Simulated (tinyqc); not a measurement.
# From allowed |dT| back to temperature T

Model: thermal and gravitational stress in a wafer during furnace and rapid thermal processing, and the onset of slip. Computed by tinyqc, a small Python program. Command: `OMP_NUM_THREADS=1 python tinyqc.py 3011588 3011589 out.jsonl slip inv`. One thread of a shared host (Intel(R) Xeon(R) Processor @ 2.30GHz), about 0.02 s of CPU time with the checks.

A thin free disc in plane stress, isotropic; T(r) = T_centre + dT (r/R)^n with n = 2. Stress is positive in tension; sigma_SB = 5.670374419e-8 W/(m^2 K^4), g = 9.80665 m/s^2.

Inputs (values chosen for the exercise, modelled on silicon): Young's modulus E = 150 GPa; expansion alpha = 4.45 1e-6/K; edge less centre temperature dT = -3.6 K; prefactor A of the critical stress = 0.00054 MPa; energy U of the critical stress = 0.992 eV.

Temperature profile: parabolic.

Constants: k_B = 8.617333262e-05 eV/K.

Method. With x = r/R: s_rr = alpha E dT (1 - x^n)/(n + 2), s_tt = alpha E dT [1 - (n + 1) x^n]/(n + 2). Critical resolved stress tau_c = A exp(U/(k_B T)), a form chosen for the exercise; slip when 0.492799 |s_tt(R)| > tau_c; allowed |dT| = tau_c (n + 2)/(0.492799 n alpha E).

Task: A run gave the result below. Find the temperature T, known to lie between 1000 and 1300 K.

allowed |dT| = 68.76332 K

Result:

Each step takes the trial c = (a f_b - b f_a)/(f_b - f_a), f being the result less the target and a, b, c the logarithms of the listed values; c replaces end b, the old b replaces a if the sign of f changed, and otherwise f_a is halved.

Scan of the range:
```
temperature T (K)  allowed |dT| (K)
1000                        327.916
1040                        210.608
1090                        126.754
1140                         79.762
1190                         52.183
1240                         35.328
1300                         23.017
```

False position (Illinois rule, in the logarithm of the input) inside the bracket:
```
step    end a    end b    trial  allowed |dT| (K)
1     1140.00  1190.00  1159.68           67.1986
2     1140.00  1159.68  1155.29           69.7812
3     1159.68  1155.29  1157.02           68.7505
4     1155.29  1157.02  1157.00           68.7632
5     1155.29  1157.00  1157.00           68.7634
6     1157.00  1157.00  1157.00           68.7633
```

Allowed |dT| falls at every point of a 13-point scan of the range (every second point is shown), so one value fits; it is bracketed by 1140 and 1190. Answer: temperature T = 1157 K.
